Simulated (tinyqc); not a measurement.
Longitudinal sound in a periodic multilayer: transfer matrices, stop bands and folded phonons: one step, computed by the program tinyqc. Command: `OMP_NUM_THREADS=1 python tinyqc.py 3024779 3024780 out.jsonl multilayer walk`. One thread of a shared host (Intel(R) Xeon(R) Processor @ 2.30GHz), about 0.01 s of CPU time with the checks.

Layers 1 and 2 repeat with period d = d_1 + d_2; waves travel normal to the layers, without loss. State vector (u, s): displacement u and stress divided by omega. Impedances Z = rho v are in 1e6 kg/(m^2 s).

Problem. Transfer matrix of one period. A layer maps (u, s) by [[cos p, sin p/Z], [-Z sin p, cos p]], p = 2 pi f d_i/v_i; one period is M = M_2 M_1, and cos(q d) = trace(M)/2.

Inputs (values chosen for the exercise, modelled on silica (layer 1), aluminium nitride (layer 2) and silicon (substrate)):

| quantity | value | unit |
|---|---|---|
| velocity v_1 | 6070 | m/s |
| thickness d_1 | 189 | nm |
| velocity v_2 | 10900 | m/s |
| thickness d_2 | 846 | nm |
| frequency f | 2.65 | GHz |

Z_2 = 34.88

Z_1 = 13.1719

Give: phase p_1; phase p_2; M; trace(M)/2.

Solution.

phase p_1 = 0.51844 rad

phase p_2 = 1.2923 rad

M:
```
          1         2
1  0.058851  0.034284
2   -30.924   -1.0229
```

trace(M)/2 = -0.48201

|trace/2| < 1: f lies in a pass band, with q d = 2.0737 rad (folded into 0 to pi).
